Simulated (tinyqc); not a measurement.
From best beta back to longitudinal mass m_l: donor in an ellipsoidal valley (Kohn-Luttinger variational method). Computed by tinyqc, a small Python program. Command: `OMP_NUM_THREADS=1 python tinyqc.py 3018603 3018604 out.jsonl kohnlutt inv`. One thread of a shared host (Intel(R) Xeon(R) Processor @ 2.30GHz), about 0.1 s of CPU time with the checks.

H = -(d^2/dx^2 + d^2/dy^2) - gamma d^2/dz^2 - 2/r in units built on m_t, with gamma = m_t/m_l and z along the valley axis. One valley; no valley-orbit or central-cell term.

Inputs (values chosen for the exercise, modelled on silicon): transverse mass m_t = 0.191 m_0; dielectric constant eps = 11.8.

Constants: Ry = 13.605693123 eV; a_0 = 0.529177210903 angstrom.

Method:
- Ry* = Ry m_t/eps^2, a* = a_0 eps/m_t, gamma = m_t/m_l.
- Trial function exp(-sqrt((x^2 + y^2)/a^2 + z^2/b^2)) with beta = b/a < 1: E = t/a^2 - u/a, t = (2 + gamma/beta^2)/3, u = 2 arcsin(sqrt(1 - beta^2))/sqrt(1 - beta^2); the best a is 2 t/u and E(beta) = -u^2/(4 t).
- Golden-section search on beta from 0.05 to 0.999, 60 steps.

Problem. A run gave the result below. Find the longitudinal mass m_l, known to lie between 0.84 and 1.7 m_0.

best beta = 0.5525527

Solution.

Each step takes the trial c = (a f_b - b f_a)/(f_b - f_a), f being the result less the target and a, b, c the logarithms of the listed values; c replaces end b, the old b replaces a if the sign of f changed, and otherwise f_a is halved.

Scan of the range:
```
longitudinal mass m_l (m_0),best beta
0.840,0.592875
0.945,0.569003
1.060,0.546686
1.190,0.525119
1.340,0.503900
1.510,0.483445
1.700,0.463994
```

False position (Illinois rule, in the logarithm of the input) inside the bracket:
```
step,end a,end b,trial,best beta
1,0.94500,1.06000,1.02848,0.552463
2,0.94500,1.02848,1.02754,0.552638
3,1.02848,1.02754,1.02800,0.552553
4,1.02754,1.02800,1.02800,0.552553
5,1.02800,1.02800,1.02800,0.552553
6,1.02800,1.02800,1.02800,0.552553
7,1.02800,1.02800,1.02800,0.552553
8,1.02800,1.02800,1.02800,0.552553
9,1.02800,1.02800,1.02800,0.552553
10,1.02800,1.02800,1.02800,0.552553
11,1.02800,1.02800,1.02800,0.552553
12,1.02800,1.02800,1.02800,0.552553
```

Best beta falls at every point of a 13-point scan of the range (every second point is shown), so one value fits; it is bracketed by 0.945 and 1.06. Answer: longitudinal mass m_l = 1.028 m_0.
